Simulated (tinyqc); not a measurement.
# Bandgap voltage reference from two bipolar transistors: effect of the area ratio of the second transistor

Two transistors of area 1 and N carry the same current I. Is(T) = Is (T/T0)^eta exp[(Vg0 q/kB)(1/T0 - 1/T)], VBE1 = Vt ln(I/Is(T)) + I rb, VBE2 = Vt ln(I/(N Is(T))) + I rb/N. The amplifier forces I R1(T) = VBE1 - VBE2 + Vos, with R(T) = R (1 + tc (T - T0)) for both resistors, and the output is Vref = VBE1 + I R2(T). Base currents and the Early effect are neglected.

Vt = kB T/q; I = (Vt ln N + Vos)/(R1(T) - rb (1 - 1/N)). Box coefficient: span of Vref between 233 and 398 K over its average over T and over 165 K. The last column is the R2 that gives zero slope at T0.

Parameters, values chosen for the exercise; values of the order met in silicon bipolar transistors:
```
symbol    value   unit                                                   meaning
T0          300      K                                     reference temperature
Vg0       1.193      V                      band-gap voltage extrapolated to 0 K
eta         3.9                   temperature exponent of the saturation current
Is      4.7e-18      A           saturation current of the unit transistor at T0
R1          7.2   kohm  resistor across which the difference of VBE falls, at T0
tc            0  ppm/K                 temperature coefficient of both resistors
Vos         2.6     mV                                   offset of the amplifier
rb            0    ohm                  series resistance of the unit transistor
R2        53.36   kohm                                     output resistor at T0
```

Constants: q = 1.602176634e-19 C, kB = 1.380649e-23 J/K. Results are converted to the units shown.

Result of one run:
```
N,I at T0 (uA),Vref at T0 (V),slope at T0 (uV/K),box coefficient (ppm/K),R2 for zero slope (kohm)
4,5.339,1.002,-955.0,977.7,110.9
```

What becomes of these results when the area ratio of the second transistor N is changed from 4 to 100, all else the same?

Result of the changed run:
```
N,I at T0 (uA),Vref at T0 (V),slope at T0 (uV/K),box coefficient (ppm/K),R2 for zero slope (kohm)
100,16.90,1.649,1204,716.6,31.52
```

The whole series:
```
N,I at T0 (uA),Vref at T0 (V),slope at T0 (uV/K),box coefficient (ppm/K),R2 for zero slope (kohm)
2,2.850,0.8535,-1457,1767,229.0
4,5.339,1.002,-955.0,977.7,110.9
8,7.827,1.145,-477.5,428.6,72.55
15,10.08,1.272,-53.34,49.83,55.01
24,11.77,1.366,260.6,183.3,46.51
48,14.26,1.504,720.3,469.3,37.81
100,16.90,1.649,1204,716.6,31.52
```

As N goes from 2 to 100, Vref rises from 0.8535 to 1.649 V and the box coefficient goes from 1770 through a minimum of 49.8 (at N = 15 among the rows listed) to 717 ppm/K. A larger N needs a smaller R2/R1, which lowers the gain seen by offset and noise.

Program tinyqc, `OMP_NUM_THREADS=1 python tinyqc.py 2062043 2062044 out.jsonl`; Intel Xeon 2.30GHz, shared host, one thread, about 0.02 s.
